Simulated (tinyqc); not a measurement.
Bond angle at oxygen: bond unit of a tetrahedral oxide and its oxygen vacancy in tight binding.

Two sp3 hybrids h1, h2 at eh = (es + 3 ep)/4 point at one oxygen with orbitals s, px, py, pz; x joins the two cations, z bisects the angle phi, and th = (180 - phi)/2. With u = hbar^2/(m d^2) = 2c/d^2, c = hbar^2/2m0: Vhs = -(1.32 + sqrt3 x 1.42) u/2 and Vhp = (1.42 + sqrt3 x 2.22) u/2. <h|s> = Vhs for both; <h1|px> = Vhp cos(th), <h2|px> = -Vhp cos(th); <h|pz> = Vhp sin(th) for both; py is a lone pair. The unit holds 8 electrons. Coupling between units, which widens the levels into bands, is left out.

Constants: hbar^2/2m0 = 3.80998211 eV angstrom^2.

Inputs chosen for the exercise (near tabulated values for SiO2; not measured data):
- es = -14.69 eV (s level of the cation)
- ep = -7.5 eV (p level of the cation)
- eos = -33.63 eV (s level of oxygen)
- eop = -16.68 eV (p level of oxygen)
- d = 1.61 angstrom (cation-oxygen distance)

phi is varied at fixed d. Levels above eop; cation-cation distance 2 d cos(th); band energy is twice the sum of the four filled levels, relative to phi = 180; excess on O is the number of electrons on oxygen less 6.

Against phi:
```
phi (deg)  distance (angstrom)  level 2  level 3  level 5  level 6  excess on O  band energy (eV)
110                      2.638   -6.004   -2.727   12.599   13.387        0.897            -2.091
120                      2.789   -6.480   -2.179   12.008   13.863        0.924            -1.861
130                      2.918   -6.892   -1.639   11.429   14.275        0.961            -1.528
140                      3.026   -7.236   -1.129   10.887   14.618        1.007            -1.130
150                      3.110   -7.506   -0.677   10.409   14.889        1.059            -0.716
160                      3.171   -7.702   -0.317   10.030   15.084        1.109            -0.348
170                      3.208   -7.820   -0.082    9.784   15.202        1.146            -0.092
180                      3.220   -7.859    0.000    9.699   15.241        1.160             0.000
```

Bending moves coupling from px to pz: level 2 rises from -7.86 to -6.00 eV and level 3 falls from 0.00 to -2.73 eV between 180 and 110 degrees. The lowest empty level is lowest at 180 degrees (9.70 eV) and highest at 110 (12.60 eV), so a spread of angles in a glass smears the conduction edge. The band energy is lowest at 110 degrees of those listed (-2.09 eV); the repulsion of the cations, not included, opposes bending.

Program tinyqc; command `OMP_NUM_THREADS=1 python tinyqc.py 1450196 1450197 out.jsonl`; about 0.01 s on one thread of a shared Intel(R) Xeon(R) Processor @ 2.30GHz.
